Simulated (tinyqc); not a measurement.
Against the Fermi level: single-band model of a thermoelectric material. Computed by tinyqc, a small Python program. Command: `OMP_NUM_THREADS=1 python tinyqc.py 3023730 3023731 out.jsonl thermo walk`. One thread of a shared host (Intel(R) Xeon(R) Processor @ 2.30GHz), about 0.01 s of CPU time with the checks.

One spherical band, one scattering law, no minority carriers and no phonon drag. In a real material minority carriers limit |S| to about E_g/(2 e T), so larger values are formal. eta = E_F/(k_B T) is counted from the band edge; f = 1/(1 + exp(x - eta)).

Inputs (values chosen for the exercise, modelled on n-type SiGe): density-of-states mass m = 1.2 m_0; mobility parameter mu_300 = 350 cm^2/(V s); temperature exponent p = 2; lattice thermal conductivity kappa_L = 3.4 W/(m K); temperature T = 890 K.

Band: parabolic. Scattering: acoustic phonons, r = -0.5.

Constants: k_B = 8.617333262e-05 eV/K; e = 1.602176634e-19 C; m_0 = 9.1093837015e-31 kg; k_B = 1.380649e-23 J/K; hbar = 1.054571817e-34 J s.

Method:
- With x = E/(k_B T), a = alpha k_B T (0 for a parabolic band), G = x (1 + a x), D = 1 + 2 a x and <y> = int y f (1 - f) dx, f = 1/(1 + exp(x - eta)): tau = tau_0 G^r/D; transport function s = G^(3/2 + r)/D^2; n = N_0 <G^(3/2)> with N_0 = (2 m k_B T)^(3/2)/(3 pi^2 hbar^3).
- Integrals over x = E/(k_B T) use 160 Gauss-Legendre points in u = sqrt(x) from 0 to sqrt(max(eta, 0) + 32).
- sigma = e mu_0 N_0 <s> with mu_0 = e tau_0/m = mu_300 (T/300 K)^(-p); |S| = (k_B/e)(<x s>/<s> - eta); Lorenz number L = (k_B/e)^2 (<x^2 s>/<s> - (<x s>/<s>)^2); kappa_e = L sigma T; zT = S^2 sigma T/(kappa_L + kappa_e).

The same material at other dopings:
```
eta  n (1/cm^3)  |S| (microvolt/K)  sigma (S/cm)  power factor (microwatt/(cm K^2))       zT
-4   3.0674e+18             517.82    1.4663e+01                              3.932  0.10234
-3   8.2481e+18             432.97    3.9253e+01                              7.359  0.18971
-2   2.1794e+19             350.24    1.0254e+02                             12.579  0.31645
-1   5.5252e+19             272.49    2.5308e+02                             18.791  0.44626
0    1.2897e+20             204.50    5.5999e+02                             23.419  0.49580
1    2.6559e+20             150.88    1.0610e+03                             24.151  0.42758
2    4.7596e+20             112.39    1.7183e+03                             21.705  0.30964
4    1.0976e+21              68.22    3.2462e+03                             15.106  0.14225
6    1.9294e+21              46.95    4.8493e+03                             10.688  0.07275
10   4.0596e+21              28.35    8.0789e+03                              6.491  0.02833
```

|S| falls and sigma rises with eta, so their product S^2 sigma peaks: among these rows at eta = 1, and zT at eta = 0, where |S| = 205 microvolt/K. zT stays above 90 % of its best row from n = 5.5e19 to 1.3e20 per cm^3.

Extremes, crossings and ranges named in words are read from the listed rows.
